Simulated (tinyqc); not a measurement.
## p-type polysilicon, carrier trapping at grain boundaries: effect of the doping

One-dimensional grains of size Lg, uniform ionised doping N, monovalent traps Qt at each boundary at a depth Et below (for electrons) or above (for holes) the band edge there, abrupt depletion of width W on each side of a boundary, Boltzmann statistics. xi is the distance from the band edge at the grain centre to the Fermi level. Trapped charge Qt/(1 + exp((xi + VB - Et)/Vt)) = 2 N W, barrier VB = q N W^2/(2 eps0 eps_r).

If the trap equation with xi = Vt ln(NB/N) has a root W < Lg/2, the grain is partly depleted; otherwise W = Lg/2 and the trap equation gives xi = Et - VB + Vt ln(Qt/(N Lg) - 1). N* = Qt/Lg. n0 = NB exp(-xi/Vt); mean density n0 (1 - 2 W/Lg) by charge balance in a partly depleted grain, and n0 (sqrt(pi)/2) erf(u)/u with u = sqrt(VB/Vt) in a fully depleted one; v = sqrt(kB T/(2 pi ms m0)); barrier resistivity Vt exp(VB/Vt)/(q fe n0 v Lg); grain resistivity (1 - 2 W/Lg)/(q n0 mug); effective mobility 1/(q mean density total resistivity). Rows with xi above 0.45 V, towards mid-gap, are left out, since the other carrier type is ignored.

Inputs (values chosen for the exercise); values of the order met in polycrystalline silicon:
```
symbol,value,unit,meaning
T,300,K,temperature
eps_r,11.7,,relative permittivity
NB,2.65e19,cm^-3,valence-band density of states at T
Lg,120,nm,grain size
Qt,3.1e12,cm^-2,trap density of a grain boundary
Et,0.32,eV,depth of the trap level from the majority band edge at the boundary
ms,0.3,m0,mass for thermionic emission
fe,0.5,,correction factor of the emission rate
mug,120,cm^2/(V s),mobility inside the grains
```

Constants: q = 1.602176634e-19 C, kB = 1.380649e-23 J/K, m0 = 9.1093837015e-31 kg, Vt = kB T/q, eps0 = 8.8541878128e-14 F/cm where lengths are in cm. Results are converted to the units shown.

Result of one run:

| N/N* | depleted share 2 W/Lg | VB (V) | xi (V) | mean density (cm^-3) | resistivity (ohm cm) | effective mobility (cm^2/(V s)) |
|---|---|---|---|---|---|---|
| 0.1006 | 1.000 | 0.07238 | 0.3042 | 1.068e14 | 438.6 | 133.3 |

Which doping N gave this result: 2.6e16, 5.4e16, 4.6e17 or 9.3e17 cm^-3?

N = 2.6e16 cm^-3.

The whole series:

| N (cm^-3) | N/N* | depleted share 2 W/Lg | VB (V) | xi (V) | mean density (cm^-3) | resistivity (ohm cm) | effective mobility (cm^2/(V s)) |
|---|---|---|---|---|---|---|---|
| 1.3e16 | 0.05032 | 1.000 | 0.03619 | 0.3598 | 1.626e13 | 926.3 | 414.4 |
| 2.6e16 | 0.1006 | 1.000 | 0.07238 | 0.3042 | 1.068e14 | 438.6 | 133.3 |
| 5.4e16 | 0.2090 | 1.000 | 0.1503 | 0.2041 | 3.630e15 | 185.7 | 9.257 |
| 1.1e17 | 0.4258 | 0.7987 | 0.1954 | 0.1418 | 2.214e16 | 95.34 | 2.957 |
| 2.2e17 | 0.8516 | 0.5683 | 0.1978 | 0.1239 | 9.498e16 | 52.44 | 1.253 |
| 4.6e17 | 1.781 | 0.3893 | 0.1941 | 0.1048 | 2.809e17 | 21.78 | 1.020 |
| 9.3e17 | 3.600 | 0.2560 | 0.1697 | 0.08660 | 6.919e17 | 4.215 | 2.140 |
| 1.9e18 | 7.355 | 0.1356 | 0.09729 | 0.06813 | 1.642e18 | 0.1478 | 25.71 |
| 3.9e18 | 15.10 | 0.06623 | 0.04762 | 0.04954 | 3.642e18 | 0.02131 | 80.42 |
| 8e18 | 30.97 | 0.03229 | 0.02322 | 0.03096 | 7.742e18 | 0.007972 | 101.1 |

As N goes from 1.3e16 to 8e18, VB goes from 0.0362 through a maximum of 0.198 (at N = 2.2e17 among the rows listed) to 0.0232 V, the resistivity falls from 926 to 0.00797 ohm cm and the effective mobility goes from 414 through a minimum of 1.02 (at N = 4.6e17 among the rows listed) to 101 cm^2/(V s). The steepest fall of the resistivity among the rows, as N^(-4.7), lies between N = 9.3e17 and 1.9e18 cm^-3; N* = 2.58e17 cm^-3. While the grain is fully depleted VB grows as N; once the traps are full it falls as 1/N. For N = 3.9e18, 8e18 xi is under 2.5 Vt, where Boltzmann statistics begin to fail. For N = 8e18 VB is below Vt, where abrupt depletion and thermionic emission are rough. For N = 5.4e16, 1.1e17 the grain is near the changeover between partial and full depletion, within a few Debye lengths, where both limits are rough. For N = 1.3e16, 2.6e16 the effective mobility exceeds mug, since drift through the depleted part of the grain is left out.

tinyqc, about 0.01 s, one thread, Intel Xeon 2.30GHz (shared host): `OMP_NUM_THREADS=1 python tinyqc.py 2830036 2830037 out.jsonl`
